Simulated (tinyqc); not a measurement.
Angle of incidence: periodic multilayer mirror for extreme ultraviolet light.

s polarisation, vacuum above. q_j = sqrt(N_j^2 - sin^2 theta); interface r_jk = (q_j - q_k)/(q_j + q_k) exp(-2 (2 pi/lam)^2 q_j q_k sg^2) (Nevot-Croce; sg = 0 if not given); phase factor of a layer x_j = exp(4 pi i q_j d_j/lam). Each period has the spacer (thickness (1 - Gm) L) on top of the absorber (Gm L). In this recursion R is the amplitude; R in tables and results is the reflectance, its squared modulus. The substrate is of the spacer material. Starting with R = 0 in it, each interface upward gives R -> (r + R x)/(1 + r R x), x that of the layer below the interface (1 for the substrate).

Parameters, chosen for this exercise (optical constants near those of Mo and Si at 13.5 nm; shifted at random, so the results belong to these values and not to a real crystal):
- lam = 13.5 nm (wavelength)
- dA = (0.0765, 0.00663) (delta and beta of the absorber, N = 1 - delta + i beta)
- dS = (0.001, 0.00173) (delta and beta of the spacer and the substrate)
- L = 6.89 nm (period)
- Gm = 0.3 (absorber share of the period)
- sg = 0.3 nm (interface roughness)
- Np = 30 (periods)

Results:

| theta (degrees) | lam_B (nm) | R |
|---|---|---|
| 0 | 13.454 | 0.651 |
| 2 | 13.445 | 0.651 |
| 4 | 13.420 | 0.652 |
| 6 | 13.377 | 0.646 |
| 8 | 13.317 | 0.622 |
| 10 | 13.239 | 0.552 |
| 12 | 13.145 | 0.369 |
| 16 | 12.906 | 0.043 |
| 18 | 12.761 | 0.085 |
| 20 | 12.600 | 0.012 |

Give the missing row, theta (degrees) = 14.

Computed row:
```
theta (degrees)  lam_B (nm)      R
14                   13.034  0.075
```

lam_B = 2 L Re(mean q) falls with the angle, from 13.454 to 12.600 nm; the largest value listed is 0.652 at 4 degrees. R stays above 90 % of that value at 0, 2, 4, 6 and 8 degrees, which bounds the cone of light that a mask or mirror with this period accepts.

Computed by tinyqc, a small Python program: `OMP_NUM_THREADS=1 python tinyqc.py 1651646 1651647 out.jsonl` (the numbers bound the seed that draws the inputs); one thread of a shared host (Intel(R) Xeon(R) Processor @ 2.30GHz), about 0.01 s for the whole set of steps.
